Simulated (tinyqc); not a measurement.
What moves the results: quantum-confined Stark effect in a modulator well. A value that a table varies takes the place of the one given here.

Envelopes on cells of 0.5 angstrom over the well |z| < L/2 and 45 angstrom of barrier on each side, psi = 0 beyond, psi'/m continuous (mean mass between points), c = hbar^2/2m0. The electron sees + e F z and the hole - e F z, each with its offset in the barriers; 1 kV/cm = 1e-5 eV/angstrom. Light holes, band mixing and escape by tunnelling are left out.

Exciton: in-plane function exp(-rho/lam), 1/mu = 1/me + 1/mp, E(lam) = c/(mu lam^2) - (q/eps) times the integral over k of Fm(k)(1 + (k lam/2)^2)^(-3/2), Fm(k) the double integral of psi_e^2 psi_h^2 exp(-k |z - z'|), q = e^2/(4 pi eps0); binding Eb = -E at the minimum. Line at Eg + E_e + E_h - Eb, strength proportional to overlap^2/lam^2.

Constants: hbar^2/2m0 = 3.80998211 eV angstrom^2; e^2/(4 pi eps0) = 14.39964547 eV angstrom; hc = 1239.841984 eV nm.

Parameters, chosen for this exercise (near those of an InGaAsP well in InP; not measured data):
- L = 64 angstrom (well width)
- Vc = 0.191 eV (conduction offset)
- Vv = 0.284 eV (heavy-hole offset)
- me = 0.0515 m0 (electron, well)
- meb = 0.0809 m0 (electron, barrier)
- mh = 0.35 m0 (heavy hole along z, well)
- mhb = 0.513 m0 (heavy hole, barrier)
- Eg = 0.852 eV (gap of the well)
- mp = 0.105 m0 (heavy hole in the plane)
- eps = 13.4 (dielectric constant)
- Fs = (0, 24, 47, 71, 97, 125, 157) kV/cm (fields)
- Ls = (56, 74, 92, 112, 136, 164) angstrom (widths)
- F_L = 89 kV/cm (field for this table)
- F = 89 kV/cm (field)

## Raising the field

All quantities anew; shifts from zero field.

Results:

| F (kV/cm) | dE_e (meV) | dE_h (meV) | Eb (meV) | line shift (meV) | overlap^2 | relative strength |
|---|---|---|---|---|---|---|
| 0 | 0.00 | 0.00 | 6.85 | 0.00 | 0.907 | 1.000 |
| 24 | -0.16 | -0.23 | 6.84 | -0.37 | 0.899 | 0.988 |
| 47 | -0.61 | -0.87 | 6.80 | -1.43 | 0.878 | 0.957 |
| 71 | -1.39 | -1.96 | 6.74 | -3.24 | 0.843 | 0.905 |
| 97 | -2.60 | -3.60 | 6.66 | -6.00 | 0.794 | 0.835 |
| 125 | -4.31 | -5.85 | 6.55 | -9.86 | 0.733 | 0.749 |
| 157 | -6.79 | -8.98 | 6.41 | -15.32 | 0.657 | 0.648 |

The line shift grows with exponent 2.00 in F at low field and 1.94 at the end, still close to the quadratic law. The hole gives 59 % of the level shift in the second row and 57 % in the last. The largest shift is 2.2 times the zero-field binding, yet 93 % of the binding survives, since the walls stop the field from pulling the pair apart. The strength keeps 65 %.

## Width of the well

Zero-field line, its shift at F_L and the relative strength.

Results:

| L (angstrom) | line at F = 0 (nm) | Eb (meV) | shift (meV) | relative strength | shift x strength (meV) |
|---|---|---|---|---|---|
| 56 | 1329.3 | 7.00 | -3.67 | 0.911 | 3.34 |
| 74 | 1366.5 | 6.68 | -7.37 | 0.762 | 5.62 |
| 92 | 1390.3 | 6.39 | -13.15 | 0.533 | 7.01 |
| 112 | 1407.7 | 6.10 | -21.90 | 0.287 | 6.29 |
| 136 | 1421.4 | 5.80 | -35.07 | 0.106 | 3.72 |
| 164 | 1431.7 | 5.49 | -53.27 | 0.025 | 1.33 |

The shift grows with exponent 2.50 in L over the first two rows and 2.23 over the last two, against 4 for hard walls at second order; leakage lowers it in narrow wells and saturation in wide ones. The strength falls from 0.91 to 0.02, and the product of the two is largest at 92 angstrom.

## What each parameter does

Zero-field line, shift at F, overlap^2 and Eb at F. Each row changes one parameter from the base and keeps the others.

Results:

| case | line (nm) | shift (meV) | overlap^2 | Eb (meV) |
|---|---|---|---|---|
| base | 1348.1 | -5.07 | 0.811 | 6.69 |
| L = 54 angstrom | 1323.9 | -3.37 | 0.836 | 6.94 |
| F = 71 kV/cm | 1348.1 | -3.24 | 0.843 | 6.74 |
| Vc = 0.153 eV | 1355.4 | -5.49 | 0.783 | 6.60 |
| Vv = 0.355 eV | 1347.0 | -4.84 | 0.808 | 6.71 |
| me = 0.0592 m0 | 1351.9 | -5.07 | 0.817 | 7.16 |
| mh = 0.297 m0 | 1345.4 | -4.93 | 0.826 | 6.68 |
| eps = 12.1 | 1350.0 | -5.02 | 0.811 | 7.96 |

The largest shifts from the base row, up to three for each result and ties (the steps differ in size, so this ranks the rows, not the parameters). line (nm): L -24.2, Vc +7.3, me +3.9; unchanged at the printed digits by F. shift (meV): F +1.82, L +1.69, Vc -0.43; unchanged at the printed digits by me. overlap^2: F +0.033, Vc -0.027, L +0.026; unchanged at the printed digits by eps. Eb (meV): eps +1.27, me +0.48, L +0.26.

(tinyqc, `OMP_NUM_THREADS=1 python tinyqc.py 1280074 1280075 out.jsonl`, Intel(R) Xeon(R) Processor @ 2.30GHz, 1 thread, shared host, about 0.2 s.)
